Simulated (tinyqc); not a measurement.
Worked calculation: strained quantum well: band edges, subbands and transparency. Values are carried at full precision from step to step, so a last printed digit may differ when a step is redone from the rounded ones.

Growth on (001), barriers unstrained: tr(e) = e (2 - nu2), Z = b e (1 + nu2); Ec = Ev + Eg + ac tr(e), E_HH = Ev + av tr(e) + Z, E_LH = Ev + av tr(e) - Z (coupling to the split-off band left out).

Constants: hbar^2/2m0 = 3.80998211 eV angstrom^2; hc = 1239.841984 eV nm; kB = 8.617333262e-05 eV/K.

Inputs chosen for the exercise (near those of an InGaAs/InP well; the results hold for these values, not for the real material):
```
symbol  value   unit           meaning
e       0.0067                 strain in the plane
nu2     0.983                  2 C12/C11
Eg      0.825   eV             unstrained gap of the well
Ev      -0.614  eV             its valence edge
ac      -6.25   eV
av      1.09    eV             Ev moves by av tr(e)
b       -1.91   eV             shear potential
Egb     1.347   eV             gap of the barrier
Evb     -0.94   eV             its valence edge
L       98      angstrom       well width
me      0.0467  m0             electron mass
g1      12.71                  gamma1
g2      4.89                   gamma2
meb     0.08    m0
g1b     5.08
g2b     1.6
T       300     K              temperature
Br      1.9     x 1e-4 cm^2/s  two-dimensional radiative coefficient
```

## Strained band edges and offsets

Give tr(e), Z, the edges Ec, E_HH, E_LH and the well depths against the barrier.

tr(e) = 0.00681
Z = -0.0254 eV

Ec, E_HH, E_LH (eV): [0.1684, -0.6319, -0.5812]

depths for e, HH, LH (eV): [0.2386, 0.3081, 0.3588]

The well is under tension, which puts LH on top, by 51 meV; the gap becomes 0.7496 eV, -75 meV from the unstrained one.

## Subband edges

Masses along z: me, 1/(g1 - 2 g2) for HH, 1/(g1 + 2 g2) for LH, likewise in the barrier; in the plane me, 1/(g1 + g2) for HH and 1/(g1 - g2) for LH (no mixing, which understates the hole masses away from k = 0). Level n solves k L + 2 atan[(k/m)/(kappa/mb)] = n pi, k = sqrt(m E/c), kappa = sqrt(mb (V - E)/c), c = hbar^2/2m0.

Up to three electron, four HH and two LH levels, on the common energy scale, with their masses in the plane.

Subbands:
```
level   E (eV)  m in the plane
e1      0.2062          0.0467
e2      0.3185          0.0467
lh1    -0.6204          0.1279
hh1    -0.6406          0.0568
hh2    -0.6665          0.0568
hh3    -0.7096          0.0568
lh2    -0.7464          0.1279
hh4    -0.7696          0.0568
```

lowest transition = 0.8266 eV
wavelength hc/E = 1500.0 nm

The top hole level is lh1, so the edge is mainly TM polarised; hh1 lies 20 meV lower, within kT at room temperature, so both polarisations contribute.

## Transparency density

Transparency (Bernard-Duraffourg): Fc - Fv equals the lowest transition energy with n = p, n = sum m/(2 pi c) kB T ln(1 + exp((Fc - E)/kB T)) and p likewise over the listed subbands; c = hbar^2/2m0, 1/angstrom^2 = 1e16/cm^2.

Solve for u = (Fc - e1)/kB T; give n_tr, the share of holes in the top subband and the current e Br n_tr^2 (e = 1.602177e-19 C).

u = 0.886
n_tr = 0.637 x 1e12/cm^2
share = 0.748
current density = 12.3 A/cm^2

For mirror-image bands u = 0 and n_tr = me kB T ln2/(2 pi c) = 0.350 x 1e12/cm^2; the heavier or more numerous hole states raise it by a factor 1.82.

## Checks

- Transparency for equal single subbands against m kB T ln2/(2 pi c): both 0.3743.

Run: tinyqc, `OMP_NUM_THREADS=1 python tinyqc.py 1252644 1252645 out.jsonl`; Intel(R) Xeon(R) Processor @ 2.30GHz, one thread, shared host; about 0.01 s of CPU time with all checks.
